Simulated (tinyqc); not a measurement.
On-chip power grid, static voltage drop by conjugate gradients: two steps of the calculation.

A grid of 4 rows and 4 columns, node k = 4 row + column. Neighbours in a row are joined by Rx, in a column by Ry; pad nodes, which reach the supply through Rp: 0, 15. Each node draws I0, node 14 draws kh I0. The drops u = Vdd - V solve G u = i, with G the conductance matrix (1/Rp added on the diagonal at pad nodes).

Parameters, values chosen for the exercise: resistance of a horizontal segment Rx = 0.67 ohm; resistance of a vertical segment Ry = 1.7 ohm; resistance from a pad node to the supply Rp = 0.27 ohm; load current of an ordinary node I0 = 2.3 mA; factor on the load at the hot node kh = 3.

Problem 1. Diagonal of G, loads and first direction. G_kk = sum of the conductances at node k. Start u = 0, so the residual is r = i; z = r/G_kk (Jacobi preconditioner), p = z.

Give: G_kk; r at the start; p at the start.

Solution 1.

G_kk (S):
```
,col 0,col 1,col 2,col 3
row 0,5.7845,3.5733,3.5733,2.0808
row 1,2.6690,4.1615,4.1615,2.6690
row 2,2.6690,4.1615,4.1615,2.6690
row 3,2.0808,3.5733,3.5733,5.7845
```

r at the start (mA):
```
,col 0,col 1,col 2,col 3
row 0,2.3000,2.3000,2.3000,2.3000
row 1,2.3000,2.3000,2.3000,2.3000
row 2,2.3000,2.3000,2.3000,2.3000
row 3,2.3000,2.3000,6.9000,2.3000
```

p at the start (mV):
```
,col 0,col 1,col 2,col 3
row 0,0.39762,0.64366,0.64366,1.1054
row 1,0.86174,0.55268,0.55268,0.86174
row 2,0.86174,0.55268,0.55268,0.86174
row 3,1.1054,0.64366,1.9310,0.39762
```

Problem 2. Conjugate-gradient step. q = G p; with z = r/G_kk: a = (r.z)/(p.q); u(new) = u + a p; r(new) = r - a q; b = (r.z)(new)/(r.z); p(new) = z(new) + b p.

u at the start (mV):
```
,col 0,col 1,col 2,col 3
row 0,0,0,0,0
row 1,0,0,0,0
row 2,0,0,0,0
row 3,0,0,0,0
```

r at the start (mA):
```
,col 0,col 1,col 2,col 3
row 0,2.3,2.3,2.3,2.3
row 1,2.3,2.3,2.3,2.3
row 2,2.3,2.3,2.3,2.3
row 3,2.3,2.3,6.9,2.3
```

p at the start (mV):
```
,col 0,col 1,col 2,col 3
row 0,0.39761594,0.64366093,0.64366093,1.1053586
row 1,0.86174342,0.55267932,0.55267932,0.86174342
row 2,0.86174342,0.55267932,0.55267932,0.86174342
row 3,1.1053586,0.64366093,1.9309828,0.39761594
```

Wanted: q; a; u after iteration 1; r after iteration 1; b; p after iteration 1.

Solution 2.

q (mA):
```
,col 0,col 1,col 2,col 3
row 0,0.832,0.421,-0.636,0.832
row 1,0.734,-0.515,-0.515,0.318
row 2,0.318,-0.515,-1.272,0.734
row 3,0.832,-2.557,5.021,-1.089
```

a = 3.805

u after iteration 1 (mV):
```
,col 0,col 1,col 2,col 3
row 0,1.513,2.449,2.449,4.206
row 1,3.279,2.103,2.103,3.279
row 2,3.279,2.103,2.103,3.279
row 3,4.206,2.449,7.347,1.513
```

r after iteration 1 (mA):
```
,col 0,col 1,col 2,col 3
row 0,-0.87,0.70,4.72,-0.87
row 1,-0.49,4.26,4.26,1.09
row 2,1.09,4.26,7.14,-0.49
row 3,-0.87,12.03,-12.20,6.44
```

b = 3.262

p after iteration 1 (mV):
```
,col 0,col 1,col 2,col 3
row 0,1.147,2.296,3.420,3.189
row 1,2.626,2.826,2.826,3.220
row 2,3.220,2.826,3.519,2.626
row 3,3.189,5.466,2.885,2.411
```

Computed by the program tinyqc: `OMP_NUM_THREADS=1 python tinyqc.py 2770203 2770204 out.jsonl`, one thread of a shared Intel Xeon 2.30GHz, about 0.1 s for the whole run.
